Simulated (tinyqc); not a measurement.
Changing the total dopant density N: dopants and charged point defects at anneal temperature: Fermi-level effect, clustering and pairing. Computed by tinyqc, a small Python program. Command: `OMP_NUM_THREADS=1 python tinyqc.py 3017113 3017114 out.jsonl pairing sweep`. One thread of a shared host (Intel(R) Xeon(R) Processor @ 2.30GHz), about 0.04 s of CPU time with the checks.

Boltzmann statistics and full ionisation of active dopants. Energies are counted from the valence band; the defect (a vacancy or self-interstitial) has five charge states, with all degeneracy factors one.

Inputs (values chosen for the exercise, with bands modelled on silicon):

| quantity | value | unit |
|---|---|---|
| gap at 0 K E_g0 | 1.18 | eV |
| Varshni alpha | 0.000478 | eV/K |
| Varshni beta | 648 | K |
| electron mass m_e | 0.325 | m_0 |
| valleys M_c | 6 | - |
| hole mass m_h | 0.798 | m_0 |
| anneal temperature T | 1020 | K |
| formation enthalpy of the neutral defect H_f | 2.8 | eV |
| formation entropy S_f | 9.5 | k_B |
| site density N_s | 3.2e+22 | cm^-3 |
| intrinsic dopant diffusivity D_i | 9.7e-16 | cm^2/s |
| anneal time t | 1 | s |
| dopant atoms per cluster k | 2 | - |
| cluster binding energy E_b | 0.877 | eV |

Dopant: acceptor. Second part: clustering of the dopant.

defect levels as fractions of E_g(T): (2+/+), (+/0), (0/-), (-/2-): 0.047  0.33  0.66  0.9

Constants: m_0 = 9.1093837015e-31 kg; k_B = 1.380649e-23 J/K; h = 6.62607015e-34 J s; k_B = 8.617333262e-05 eV/K.

Method:
- E_g = E_g0 - alpha T^2/(T + beta).
- N_c = 2 M_c (2 pi m_e k_B T/h^2)^(3/2) and N_v = 2 (2 pi m_h k_B T/h^2)^(3/2), masses in units of m_0.
- n_i = sqrt(N_c N_v) exp(-E_g/2 k_B T); E_i = E_g/2 + (k_B T/2) ln(N_v/N_c).
- p = A/2 + sqrt(A^2/4 + n_i^2) for an active density A.
- k ionised dopants and k carriers form one neutral cluster: C = N_s (A/N_s)^k (p/N_b)^k exp(E_b/k_B T), N_b the effective density of states of the majority band, and N = A + k C (60 bisections in ln A between ln N - 90 and ln N).
- chi = n/n_i (for acceptors n_i/p); E_F = E_i + k_B T ln chi; field enhancement h = 1 + A/sqrt(A^2 + 4 n_i^2).
- C_0 = N_s exp(S_f/k_B) exp(-H_f/k_B T). Ratios to the neutral state at E_F = E_i: r_+ = exp((E(+/0) - E_i)/k_B T), r_2+ = r_+ exp((E(2+/+) - E_i)/k_B T), r_- = exp((E_i - E(0/-))/k_B T), r_2- = r_- exp((E_i - E(-/2-))/k_B T); at other E_F state q scales as chi^(-q). The enhancement is sum r_q chi^(-q)/sum r_q. The charge on the defects is left out of neutrality.
- If every charge state of the defect carries the dopant equally well, D = D_i x enhancement x h x (active share A/N, a rough stand-in that overstates the dA/dN which immobile clusters call for), D_i being an input held fixed when T or H_f is moved; diffusion length 2 sqrt(D t).

One run for each value:

| total dopant density N (cm^-3) | active density A (cm^-3) | enhancement over intrinsic | D/D_i | E_F (eV) | mean charge (e) |
|---|---|---|---|---|---|
| 1.00e+17 | 9.9999e+16 | 1.003 | 1.0570 | 0.41667 | 0.0641 |
| 3.00e+17 | 2.9999e+17 | 1.012 | 1.1730 | 0.40726 | 0.0954 |
| 9.00e+17 | 8.9981e+17 | 1.056 | 1.5166 | 0.38031 | 0.1867 |
| 3.00e+18 | 2.9899e+18 | 1.348 | 2.4856 | 0.31113 | 0.4382 |
| 8.00e+18 | 7.6271e+18 | 2.239 | 4.2096 | 0.23500 | 0.7341 |
| 2.00e+19 | 1.4810e+19 | 3.888 | 5.7353 | 0.17760 | 0.9542 |
| 7.00e+19 | 2.5391e+19 | 6.803 | 4.9289 | 0.13045 | 1.1314 |
| 2.00e+20 | 3.5213e+19 | 10.015 | 3.5243 | 0.10176 | 1.2385 |
| 7.00e+20 | 4.9640e+19 | 15.613 | 2.2136 | 0.07161 | 1.3497 |
| 2.00e+21 | 6.5198e+19 | 22.820 | 1.4875 | 0.04766 | 1.4355 |

What does the table show, and why?

Over the rows, active density A (cm^-3) rises from 1.00e17 to 6.52e19 (exponent d ln y / d ln x 1.00 between the first rows and 0.26 between the last); enhancement over intrinsic rises from 1.00 to 22.8 (exponent d ln y / d ln x 0.0078 between the first rows and 0.36 between the last); D/D_i goes from 1.06 through a maximum among these rows, 5.74 at 2.00e19, to 1.49. At the low end the exponent of active density A is 1.00, close to 1: no clustering. Once clusters hold most of the dopant and A exceeds n_i, the exponent of A tends to 1/(2k) = 0.250; between the last rows it is 0.260.

Extremes, crossings and ranges named in words are read from the listed rows.
